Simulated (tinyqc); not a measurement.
# MOS inversion layer, Poisson-Schroedinger loop: effect of the temperature

Electrons confined at an insulator interface at z = 0, treated as a hard wall; parabolic valleys, Hartree approximation, no image or exchange terms. The depletion charge lies far deeper than the electrons and gives a uniform field q Nd/(eps0 eps_r); the gate balances all charge. Energies are counted from the band edge at the interface.

Schroedinger equation -(C/mz) psi'' + (V0 + U) psi = E psi, C = hbar^2/(2 m0), psi(0) = 0, on a uniform mesh of 800 nodes with a far wall at 66 nm, 8 levels a set; V0 = q Nd z/(eps0 eps_r); dU/dz = q (Ns - integral of n from 0 to z)/(eps0 eps_r), U(0) = 0; N_k = g md m0 q Vt/(pi hbar^2) ln(1 + exp((EF - E_k)/Vt)), g the number of valleys of the set, sum N_k = Ns. Triangular well: E_k = a_k (C F^2/mz)^(1/3), a_1 = 2.338107, a_2 = 4.087949, C = hbar^2/(2 m0), F in eV/nm. Fang-Howard (all electrons in the lowest level of set A): b^3 = 6 (mz1/C) q (Nd + 11 Ns/32)/(eps0 eps_r), centroid 3/b, level C b^2/(4 mz1) + (3/b) q (Nd + 11 Ns/16)/(eps0 eps_r). The centroid adds 3.9 z_av/eps_r to an oxide-equivalent thickness. Shares under 0.0001 % are printed as 0.

Parameters, values chosen for the exercise; masses and permittivity close to those of silicon (111):
```
symbol   value   unit                                     meaning
eps_r     11.5                              relative permittivity
mz1      0.257     m0  mass along z of valley set A (6 valley(s))
md1      0.355     m0    in-plane density-of-states mass of set A
Ns      2.2e12  cm^-2                  sheet density of electrons
Nd      1.6e11  cm^-2           sheet density of depletion charge
```

Constants: q = 1.602176634e-19 C, kB = 1.380649e-23 J/K, hbar = 1.054571817e-34 J s, m0 = 9.1093837015e-31 kg, Vt = kB T/q, eps0 = 8.8541878128e-14 F/cm where lengths are in cm, hbar^2/(2 m0) = 0.0380998212 eV nm^2. Results are converted to the units shown.

The same in every row: Fang-Howard centroid (nm) = 3.59.

Effect of the temperature:

| T (K) | A1 (meV) | A2 (meV) | EF (meV) | share of A1 (%) | share of A2 (%) | centroid z_av (nm) | added oxide equivalent (nm) |
|---|---|---|---|---|---|---|---|
| 20 | 118 | 150 | 120 | 100 | 0 | 3.39 | 1.15 |
| 50 | 118 | 150 | 117 | 99.9 | 0.0793 | 3.39 | 1.15 |
| 77 | 118 | 151 | 113 | 99.1 | 0.856 | 3.43 | 1.16 |
| 120 | 119 | 154 | 105 | 95.7 | 3.44 | 3.61 | 1.22 |
| 200 | 120 | 162 | 85.1 | 87.5 | 8.21 | 4.10 | 1.39 |
| 300 | 121 | 169 | 54.8 | 77.9 | 12.4 | 4.75 | 1.61 |
| 400 | 122 | 175 | 19.7 | 69.8 | 15.1 | 5.34 | 1.81 |
| 500 | 123 | 180 | -19.2 | 63.1 | 16.9 | 5.84 | 1.98 |

As T goes from 20 to 500, A1 rises from 118 to 123 meV, the share of A1 falls from 100 to 63.1 % and the centroid rises from 3.39 to 5.84 nm. EF lies more than 2 meV above A1 for T = 20. The Fang-Howard centroid is 5.9 % above the full one in the first row, where A1 holds 100 %, and 39 % below it in the last, where A1 holds 63.1 %. For T = 400, 500 the eighth level of a set still holds over 0.4 % of the electrons, so more levels and a farther wall would raise the centroid.

Numbers from tinyqc (`OMP_NUM_THREADS=1 python tinyqc.py 2160054 2160055 out.jsonl`; about 0.6 s on one thread of a shared Intel Xeon 2.30GHz).
